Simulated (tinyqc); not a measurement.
Inside a calculation. Model: random telegraph noise from one oxide trap in a small MOSFET.

Program tinyqc, `OMP_NUM_THREADS=1 python tinyqc.py 2710163 2710164 out.jsonl`; Intel Xeon 2.30GHz, shared host, one thread, about 0.01 s. Printed values are rounded.

An acceptor-like trap exchanges electrons with the channel. Inversion charge Q = Cox u, u = n Vt W0(exp((Vg - VT)/(n Vt))), W0 the Lambert function, n = nf, Cox = eps0 eox/tox; linear regime Id = (W/L) mu Q Vd. Relative to threshold the surface potential rises by Vt ln(u/u0) and the oxide voltage by the rest of Vg - VT, with u0 = n Vt W0(1).

Parameters, values chosen for the exercise; values of the order met in silicon transistors:

| symbol | value | unit | meaning |
|---|---|---|---|
| T | 350 | K | temperature |
| eox | 3.9 |  | relative permittivity of the gate insulator (close to silicon dioxide) |
| tox | 4.2 | nm | insulator thickness |
| xt | 2.1 | nm | depth of the trap from the channel interface |
| E0 | 0.21 | eV | trap level above the channel Fermi level at threshold |
| s0 | 4e-16 | cm^2 | capture prefactor |
| EB | 0.16 | eV | capture barrier (lattice relaxation) |
| lt | 0.19 | nm | tunnelling decay length |
| vth | 1.6e7 | cm/s | thermal velocity |
| zi | 1.9 | nm | thickness of the inversion layer |
| VT | 0.3 | V | threshold voltage |
| nf | 1.16 |  | body factor |
| W | 71 | nm | gate width |
| L | 31 | nm | gate length |
| mu | 210 | cm^2/(V s) | mobility |
| asc | 0 | V s | scattering coefficient of the charged trap |
| Vd | 0.05 | V | drain voltage |
| Vg | 0.58 | V | gate voltage |

Constants: q = 1.602176634e-19 C, kB = 1.380649e-23 J/K, Vt = kB T/q, eps0 = 8.8541878128e-14 F/cm where lengths are in cm. Results are converted to the units shown.

Range of the model: VT is taken as given; short-channel effects and the uneven flow of current among few electrons are left out.

## Trap level, time constants and occupancy

N = Cox u/q; dpsi = Vt ln(u/u0); E = E0 - dpsi - (xt/tox)(Vg - VT - dpsi); capture time tc = 1/[(N/zi) vth s0 exp(-xt/lt - EB/Vt)]; emission time te = tc exp(-E/Vt); occupancy te/(tc + te).

u = 0.2162699 V
N = 1.109813e12 cm^-2
dpsi = 0.07204514 V
E = 0.03397743 eV
tc = 3.398751e-4 s
te = 1.101707e-4 s
occupancy = 0.2447988

The trap lies 1.1 Vt above the Fermi level, so it is filled 24.5 % of the time.

## Step height

A = W L; threshold step dV = q (1 - xt/tox)/(Cox A); gm/Id = 1/(u + n Vt); relative step dI/I = (gm/Id) dV + asc mu/A. Id as defined.

electrons in the channel N A = 24.42698
dV = 4.426865 mV
gm/Id = 3.980000 1/V
number part of dI/I = 1.761892 %
dI/I = 1.761892 %
Id = 4.276083 uA
dI = 75.33998 nA

## Lorentzian spectrum

Spectrum S(f) = 4 dI^2/{(tc + te)[(1/tc + 1/te)^2 + (2 pi f)^2]}; corner fc = (1/tc + 1/te)/(2 pi); variance dI^2 tc te/(tc + te)^2. Give S at f = 0, at fc and at 10 fc.

fc = 1912.897 Hz
S(0) = 3.492300e-19 A^2/Hz
S(fc) = 1.746150e-19 A^2/Hz
S(10 fc) = 3.457722e-21 A^2/Hz
rms current = 32.39377 nA

The rms value is 0.430 of the step; it reaches its largest share, 1/2, when tc = te.
